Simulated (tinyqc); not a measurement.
From results back to parameters: optical gain and spontaneous emission in a bulk direct-gap semiconductor. Four cases, with inputs chosen for the exercise.

Problem. The gain spectrum crosses zero at E0 = Eg + Fc + Fv; n = p is hidden.

F_j(eta) = (1/Gamma(j + 1)) integral_0^infinity x^j dx/(1 + exp(x - eta)), which tends to exp(eta) for eta << 0.

Quasi-Fermi levels: n = Nc F_1/2(Fc/kT) and p = Nv F_1/2(Fv/kT), Fc counted up from the conduction edge and Fv down from the valence edge; Nc, Nv from N = 2 (m kB T/(4 pi c))^(3/2) with c = hbar^2/2m0, in 1/angstrom^3; times 1e24 for 1/cm^3, with me and (mhh^(3/2) + mlh^(3/2))^(2/3).

Constants: hbar^2/2m0 = 3.80998211 eV angstrom^2; kB = 8.617333262e-05 eV/K.

Find: Fc; Fv; n.

Method. Fc + Fv rises steadily with n, so one n gives E0 - Eg; solve by bisection on ln n.

Case 1.

Values chosen (near those of InP; shifted at random, so the results belong to these values and not to a real crystal): Eg = 1.351 eV (direct gap); me = 0.0791 m0 (electron mass); mhh = 0.592 m0 (heavy-hole mass); mlh = 0.0918 m0 (light-hole mass); T = 300 K.

E0 = 1.39304 eV

Solution.

Fc = 0.080 eV
Fv = -0.038 eV
n = 2.6e+18 1/cm^3

Case 2.

Values chosen (near those of GaAs; shifted at random, so the results belong to these values and not to a real crystal): Eg = 1.447 eV (direct gap); me = 0.0689 m0 (electron mass); mhh = 0.518 m0 (heavy-hole mass); mlh = 0.0818 m0 (light-hole mass); T = 400 K.

E0 = 1.56023 eV

Solution.

Fc = 0.148 eV
Fv = -0.035 eV
n = 5.0e+18 1/cm^3

Case 3.

Values chosen (near those of GaN; shifted at random, so the results belong to these values and not to a real crystal): Eg = 3.34 eV (direct gap); me = 0.204 m0 (electron mass); mhh = 1.421 m0 (heavy-hole mass); mlh = 0.3004 m0 (light-hole mass); T = 300 K.

E0 = 3.45520 eV

Solution.

Fc = 0.132 eV
Fv = -0.017 eV
n = 2.1e+19 1/cm^3

Case 4.

Values chosen (near those of GaAs; shifted at random, so the results belong to these values and not to a real crystal): Eg = 1.415 eV (direct gap); me = 0.0687 m0 (electron mass); mhh = 0.518 m0 (heavy-hole mass); mlh = 0.0847 m0 (light-hole mass); T = 250 K.

E0 = 1.48708 eV

Solution.

Fc = 0.094 eV
Fv = -0.021 eV
n = 2.5e+18 1/cm^3

Computed by tinyqc, one run a case: `OMP_NUM_THREADS=1 python tinyqc.py N N+1 out.jsonl` with N = 1650402, 1650404, 1650435, 1650437; one thread of a shared Intel(R) Xeon(R) Processor @ 2.30GHz, about 0.1 s a run at most.
